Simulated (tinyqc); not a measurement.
Changing the magnetic field B: Hall effect and magnetoresistance of several carrier groups with constant relaxation times. Computed by tinyqc, a small Python program. Command: `OMP_NUM_THREADS=1 python tinyqc.py 3003914 3003915 out.jsonl hall2 sweep`. One thread of a shared host (Intel(R) Xeon(R) Processor @ 2.30GHz), about 0.01 s of CPU time with the checks.

Group 1 has charge -e and group 2 charge +e; s_i is that sign. B lies along z; mu B is formed with mu in m^2/(V s).

Inputs (values chosen for the exercise, for a model conductor):
```
quantity        value        unit
density n1    2.7e+18      1/cm^3
mobility mu1    13000  cm^2/(V s)
density n2    2.7e+18      1/cm^3
mobility mu2      730  cm^2/(V s)
```

Carriers: compensated semimetal. Densities: per volume.

Constants: e = 1.602176634e-19 C.

Method. sigma_xx = sum n_i e mu_i/(1 + mu_i^2 B^2); sigma_xy = sum s_i n_i e mu_i^2 B/(1 + mu_i^2 B^2). rho_xx = sigma_xx/(sigma_xx^2 + sigma_xy^2); Hall coefficient R_H = sigma_xy/(B (sigma_xx^2 + sigma_xy^2)), with B in V s/cm^2 (1 T = 1e-4 V s/cm^2); magnetoresistance MR = rho_xx(B)/rho_xx(0) - 1. Apparent density 1/(e |R_H|); Hall mobility |R_H|/rho_xx.

One run for each value; columns: (1) magnetic field B (T); (2) magnetoresistance MR (%); (3) apparent density (1/cm^3); (4) Hall mobility (cm^2/(V s)); (5) Hall coefficient R_H (cm^3/C):
```
(1)          (2)        (3)    (4)     (5)
0.038  1.370e-02  3.021e+18  12268  -2.066
0.086  7.019e-02  3.021e+18  12261  -2.066
0.19   3.426e-01  3.021e+18  12228  -2.066
0.42   1.674e+00  3.021e+18  12068  -2.066
0.94   8.385e+00  3.021e+18  11321  -2.066
2.1    4.185e+01  3.021e+18   8650  -2.066
4.7    2.096e+02  3.021e+18   3963  -2.066
10     9.490e+02  3.021e+18   1170  -2.066
23     5.020e+03  3.021e+18    240  -2.066
```

Describe and explain the trends.

Over the rows, magnetoresistance MR (%) rises from 0.0137 to 5020 (exponent d ln y / d ln x about 2.0 throughout); apparent density (1/cm^3) does not change; Hall mobility (cm^2/(V s)) falls from 12300 to 240 (exponent d ln y / d ln x -6.9e-4 between the first rows and -1.9 between the last). The exponent of magnetoresistance MR stays at 2: the quadratic law.
